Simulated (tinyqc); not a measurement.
# Lateral field, substrate current, probability of reaching the oxide barrier and hot-carrier lifetime of a silicon transistor (pseudo-two-dimensional and lucky-electron models), step by step

A worked calculation. Computed by tinyqc, a small Python program that keeps every step. Command: `OMP_NUM_THREADS=1 python tinyqc.py 3015440 3015441 out.jsonl hotcar walk`. One thread of a shared host (Intel(R) Xeon(R) Processor @ 2.30GHz), about 0.01 s of CPU time with the checks. Intermediate numbers are printed to about 6 digits and carried at full precision; extremes and crossings named in words are read from the listed rows.

Local-field models: a lucky carrier gains its energy at the peak field over a path free of collisions. Voltages are magnitudes.

Inputs (values chosen for the exercise, modelled on a silicon n-channel):
```
quantity,value,unit
channel length L,700,nm
oxide thickness t,15,nm
junction depth x_j,210,nm
mobility mu,340,cm^2/(V s)
saturation velocity v_s,0.78,1e7 cm/s
threshold voltage V_T,0.78,V
gate voltage V_G,2.1,V
drain voltage V_D,5.3,V
ionisation prefactor A_i,1.8e+06,1/cm
ionisation field B_i,1.77,MV/cm
hot-carrier mean free path lambda,8.4,nm
oxide barrier phi_b,3.1,eV
interface-trap threshold phi_it,3.8,eV
lifetime constant H,700,s microampere/micrometre
```

Drain: abrupt.

Constants: eps_0 = 8.8541878128e-12 F/m.

## Saturation point and current

C_ox = 3.9 eps_0/t; F_sat = 2 v_s/mu; V_Dsat = V_ov F_sat L/(V_ov + F_sat L), V_ov = V_G - V_T; I_D/W = C_ox v_s (V_ov - V_Dsat).

F_sat = 45.8824 kV/cm

V_Dsat = 0.935514 V

drain current I_D/W = 69.0394 microampere/micrometre

## Peak lateral field

Scale length l = 0.22 t^(1/3) x_j^(1/2) (all in cm); F_m = sqrt(((V_D - V_Dsat)/l_e)^2 + F_sat^2), with l_e = l; length of the velocity-saturated region l_e ln((V_D - V_Dsat)/(l_e F_sat) + F_m/F_sat).

scale length l = 115.406 nm

peak field F_m = 380.958 kV/cm

velocity-saturated length = 323.843 nm

energy gained over one free path, e lambda F_m = 0.320004 eV

The field rises from F_sat to F_m as cosh(x/l_e), a factor 8.3, over 46 % of L.

## Hot-carrier currents and lifetime

Substrate current I_sub/I_D = (A_i/B_i)(V_D - V_Dsat) exp(-B_i/F_m); probability of reaching the oxide barrier exp(-phi_b/(e lambda F_m)); lifetime tau = (H/(I_D/W)) exp(phi_it/(e lambda F_m)).

I_sub/I_D = 0.0426009

substrate current I_sub/W = 2.94114 microampere/micrometre

probability of reaching phi_b = 6.20626e-05

lifetime tau = 1.45605e+06 s

exponent m = phi_it/(e lambda B_i) = 2.55582

Since both exponentials depend on 1/F_m, tau I_D scales about as (I_sub/I_D)^(-m) with m = 2.56, which lets I_sub serve as the monitor. The lifetime is 0.00461 times ten years (3.156e8 s).

## Substrate current against gate voltage

The formulas are those given above.

At the given drain voltage:
```
V_G (V),V_Dsat (V),I_D/W (microampere/micrometre),F_m (kV/cm),I_sub/W (microampere/micrometre),tau (s)
1.0,0.20590,2.532,443.784,0.24309,7.38969e+06
1.3,0.44754,13.011,422.964,0.97758,2.37569e+06
1.7,0.71515,36.784,399.920,2.05184,1.55628e+06
2.2,0.98466,78.171,376.731,3.12541,1.46924e+06
2.8,1.24007,140.046,354.774,3.93870,1.72434e+06
3.6,1.50158,236.739,332.317,4.44650,2.41459e+06
4.3,1.67941,330.501,317.063,4.57937,3.32952e+06
5.1,1.84217,444.926,303.115,4.55389,4.76872e+06
5.8,1.95864,549.707,293.143,4.45740,6.41259e+06
```

I_sub peaks at V_G = 4.3 V, 0.81 V_D: a higher gate voltage brings more carriers but raises V_Dsat and so lowers F_m. The shortest lifetime among the rows lies at V_G = 2.2 V, below that of the largest I_sub, since tau depends more steeply on the field.

## Extrapolating accelerated tests

V_10 solves tau = 3.156e8 s at the given V_G. The extrapolation fits ln(tau) against 1/V_D at 1, 1.08, 1.16 and 1.25 times the given V_D (rounded to 3 digits) by least squares and reads off the same tau.

Stress points:
```
V_D (V),1/V_D (1/V),tau (s)
5.30,0.188679,1.45605e+06
5.72,0.174825,5.20235e+05
6.15,0.162602,2.14746e+05
6.62,0.151057,9.49437e+04
```

ten-year drain voltage V_10 = 3.91472 V

V_10 from the 1/V_D extrapolation = 3.80324 V

The extrapolation is 111 mV below the true value: ln(tau) is nearly linear in 1/(V_D - V_Dsat), not in 1/V_D, so the straight line errs on the safe side when one extrapolates down.

Checks made by the program: voltage drop as the integral of F_sat cosh(x/l_e) over the saturated length (relative difference below 1e-10).
